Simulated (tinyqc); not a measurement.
Worked calculation: deep level with several charge states, and Shockley-Read-Hall recombination. Values are carried at full precision from step to step, so a last printed digit may differ when a step is redone from the rounded ones.

Energies from Ev. The defect has charge states 0, -1, -2 with weights 1, gm exp((EF - E1)/kT), exp((2 EF - E1 - E2)/kT); the shares are the weights over their sum. Boltzmann carriers: n = Nc exp((EF - Eg)/kT), p = Nv exp(-EF/kT). Neutrality: p - n + Nd + Nt <q> = 0.

Constants: kB = 8.617333262e-05 eV/K.

Values chosen for the exercise (gap and densities of states near those of Ge at this temperature; the results hold for these values, not for the real material):
- Eg = 0.679 eV (gap)
- Nc = 1.07e+19 1/cm^3 (conduction-band density of states)
- Nv = 4.75e+18 1/cm^3 (valence-band density of states)
- T = 300 K
- E1 = 0.194 eV (level (0/-1) above Ev)
- E2 = 0.513 eV (level (-1/-2) above Ev)
- gm = 2 (degeneracy of the middle state, the others 1)
- Nt = 1e+15 1/cm^3 (defects)
- Nd = 4e+14 1/cm^3 (ionised shallow donors minus acceptors)
- E_try = 0.362 eV (trial Fermi level)
- Et = 0.194 eV (recombination level above Ev)
- sn = 7.8e-15 cm^2 (electron capture cross-section)
- sp_ = 2.5e-16 cm^2 (hole capture cross-section)
- vth = 26000000 cm/s (thermal velocity, both carriers)
- Nm = 1.6e+16 1/cm^3 (equilibrium electrons for the lifetime steps)
- dn = 2.7e+16 1/cm^3 (excess pairs)

## Charge states at a trial Fermi level

Form the exponents, the shares, the mean charge and the residual of neutrality at EF = E_try.

exponents of the second and third weights: [6.499, 0.658]

shares: 0 0.0008, -1 0.9978, -2 0.0014

<q> = -1.0007

n, p (1/cm^3): [5.06e+13, 3.94e+12]

residual = -6.47e+14 1/cm^3

The residual is negative, so EF must fall.

## The neutral state

Solve for EF.

EF = 0.2362 eV

shares at EF: 0 0.089, -1 0.911, -2 0.000

n = 3.90e+11 1/cm^3
p = 5.11e+14 1/cm^3

Without the defects the majority density would be 4.00e+14 1/cm^3; with them the density of these carriers is 3.90e+11, below that of the other kind: the type has inverted, so the defects more than cancel the doping. Most defects are in the state -1.

## Recombination through one level

One level at Et with degeneracy 1: tn = 1/(sn vth Nt), tp = 1/(sp_ vth Nt), n1 = Nc exp((Et - Eg)/kT), p1 = Nv exp(-Et/kT), ni^2 = n1 p1. Equilibrium n0 = Nm, p0 = ni^2/Nm; n = n0 + dn, p = p0 + dn. U = (n p - ni^2)/(tp (n + n1) + tn (p + p1)), lifetime dn/U; emission rates en = sn vth n1, ep = sp_ vth p1.

Evaluate each quantity.

tn, tp (microsecond): [0.004931, 0.1538]

n1, p1 (1/cm^3): [7.62e+10, 2.62e+15]

U = 1.72e+23 1/(cm^3 s)
lifetime = 0.157 microsecond

The lifetime is 1.022 times the minority capture time tp and 0.99 times tn + tp, the limit of high injection.

## Emission and generation in a depleted region

With n = p = 0 the level generates pairs at G = Nt en ep/(en + ep); generation lifetime tg = ni/G; current density e G W for a width W = 1 micrometre, e = 1.602176634e-19 C.

en, ep (1/s): [1.54e+04, 1.70e+07]

G = 1.54e+19 1/(cm^3 s)
tg = 0.915 microsecond
current density = 0.000247 A/cm^2

The slower step, electron emission, limits the rate: en/ep = 0.000908.

## Checks

- U against hole capture minus emission at the steady occupation of the level (1/(cm^3 s)): both 1.717e+23.

tinyqc: `OMP_NUM_THREADS=1 python tinyqc.py 1650758 1650759 out.jsonl`; about 0.01 s, one thread, shared Intel(R) Xeon(R) Processor @ 2.30GHz.
